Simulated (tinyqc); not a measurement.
Inside a calculation. Model: low-temperature mobility of a two-dimensional electron gas with static screening. Computed by tinyqc, a small Python program that keeps every step. Command: `OMP_NUM_THREADS=1 python tinyqc.py 3015727 3015728 out.jsonl twodeg walk`. One thread of a shared host (Intel(R) Xeon(R) Processor @ 2.30GHz), about 0.01 s of CPU time with the checks. Intermediate numbers are printed to about 6 digits and carried at full precision; extremes and crossings named in words are read from the listed rows.

One subband is filled, the gas is degenerate and scatters at the Fermi circle; one permittivity serves on both sides of the interface. All formulas are in SI units, masses times m_0. Piezoelectric and polar phonons are left out, and n_s is taken as set by a gate, independent of N_i.

Inputs (values chosen for the exercise, modelled on a strained silicon well):

| quantity | value | unit |
|---|---|---|
| in-plane mass m | 0.183 | m_0 |
| mass across the layer m_z | 0.899 | m_0 |
| permittivity eps | 11.8 | - |
| valley degeneracy g_v | 2 | - |
| sheet density n_s | 1.6e+12 | 1/cm^2 |
| depletion charge N_d | 4.6e+10 | 1/cm^2 |
| roughness height Delta | 0.38 | nm |
| correlation length Lambda | 3.4 | nm |
| remote charge density N_i | 1.4e+11 | 1/cm^2 |
| distance d of the charges from the interface | 59 | nm |
| density rho | 2329 | kg/m^3 |
| sound velocity v_l | 8950 | m/s |
| deformation potential D_A | 9.4 | eV |
| temperature T | 10 | K |

Wave function: Fang-Howard. Roughness spectrum: Gaussian.

Constants: m_0 = 9.1093837015e-31 kg; e = 1.602176634e-19 C; eps_0 = 8.8541878128e-12 F/m; hbar = 1.054571817e-34 J s; k_B = 1.380649e-23 J/K.

## Fermi circle, screening and layer thickness

k_F = sqrt(2 pi n_s/g_v); E_F = hbar^2 k_F^2/(2 m); q_TF = g_v m e^2/(2 pi eps eps_0 hbar^2); Fang-Howard parameter b = [12 m_z e^2 (N_d + 11 n_s/32)/(eps eps_0 hbar^2)]^(1/3), mean depth 3/b; effective field F = e (N_d + n_s/2)/(eps eps_0).

k_F = 0.224200 1/nm

E_F = 10.4651 meV

q_TF = 1.17227 1/nm

b = 1.08969 1/nm

mean depth = 2.75307 nm

effective field F = 0.129733 MV/cm

q_TF/(2 k_F) = 2.61: screening is strong for back-scattering.

## The integrands at a few angles

Form factors with u = q/b: screening G(q) = [1 + 9u/8 + 3u^2/8]/(1 + u)^3, remote charge P(q) = exp(-q d)/(1 + u)^3. Dielectric function eps(q) = 1 + q_TF G(q)/q, with q = 2 k_F sin(theta/2). Roughness: <|U|^2> = (e F)^2 S(q), S = pi Delta^2 Lambda^2 exp(-q^2 Lambda^2/4). Remote charges: <|U|^2> = N_i [e^2 P(q)/(2 eps eps_0 q)]^2. The last two columns are (m/(pi hbar^3)) <|U|^2>/eps(q)^2.

Integrands (1e9/(s rad)):

| theta (degrees) | q (1/nm) | G | eps(q) | roughness | remote charges |
|---|---|---|---|---|---|
| 5 | 0.019559 | 0.967287 | 58.9748 | 2.94405e-01 | 6.42247e+01 |
| 15 | 0.058528 | 0.907316 | 19.1729 | 2.76110e+00 | 5.55418e-01 |
| 30 | 0.116054 | 0.829729 | 9.3811 | 1.12032e+01 | 4.95975e-04 |
| 60 | 0.224200 | 0.711569 | 4.7206 | 3.97813e+01 | 8.99732e-10 |
| 90 | 0.317066 | 0.631686 | 3.3355 | 6.89064e+01 | 1.04156e-14 |
| 135 | 0.414267 | 0.563663 | 2.5950 | 9.26993e+01 | 7.04923e-20 |
| 180 | 0.448399 | 0.542801 | 2.4191 | 9.79728e+01 | 1.07822e-21 |

## Interface roughness

1/tau_t = (m/(pi hbar^3)) int_0^pi (1 - cos theta) <|U|^2>/eps(q)^2 dtheta; the quantum rate 1/tau_q drops the factor (1 - cos theta); 200 Gauss-Legendre points in s with theta = pi s^2, s from 0 to 1; mu = e tau_t/m.

tau_t, roughness = 3.83217 ps

tau_q, roughness = 5.42252 ps

roughness mobility = 36831.1 cm^2/(V s)

tau_t/tau_q, roughness = 0.706713

k_F Lambda = 0.76: the roughness is short against the Fermi wavelength and scatters through large angles.

## Remote charges

The formulas are those given above.

tau_t, charges = 29235.3 ps

tau_q, charges = 39.2446 ps

remote-charge mobility = 2.80981e+08 cm^2/(V s)

tau_t/tau_q, charges = 744.949

With D = d + 3/b = 61.8 nm, k_F D = 13.85 and q_TF D = 72.39. When both are large, only small angles survive the factor exp(-2 q D) and tau_t/tau_q tends to (2 k_F D)^2, here 767, close to the computed ratio.

## Acoustic phonons

Unscreened deformation potential in equipartition: 1/tau = m D_A^2 k_B T I/(rho v_l^2 hbar^3), I = int |psi|^4 dz = 3 b/16 for the Fang-Howard function (used for both wave-function options); mu = e tau/m. Bloch-Grueneisen temperature T_BG = 2 hbar v_l k_F/k_B.

acoustic mobility = 197155 cm^2/(V s)

T_BG = 30.6536 K

Caution: T is below the Bloch-Grueneisen temperature T_BG, so equipartition fails: the acoustic mobility is only a lower bound and the acoustic share of 1/mu is overstated.

## All together

At the Fermi circle the rates add, so 1/mu is the sum; sheet resistance 1/(n_s e mu); mean free path hbar k_F mu/e; the quantum time adds the rates 1/tau_q, with the isotropic acoustic rate e/(m mu).

Mobilities:

| process | mu (cm^2/(V s)) | share of 1/mu (%) |
|---|---|---|
| roughness | 36831.1 | 84.2500 |
| remote charges | 2.80981e+08 | 0.0110435 |
| acoustic phonons | 197155 | 15.7390 |

mobility mu = 31030.2 cm^2/(V s)

sheet resistance = 125.714 ohm

mean free path = 457.915 nm

Dingle ratio tau_t/tau_q = 0.835064

The largest single share of 1/mu (84 %) belongs to roughness: the field presses the gas against the interface, and the rate goes as F^2. The Dingle ratio of 0.835 marks mostly large-angle scattering.

Checks made by the program: angular integral against adaptive quadrature (relative difference below 1e-10).
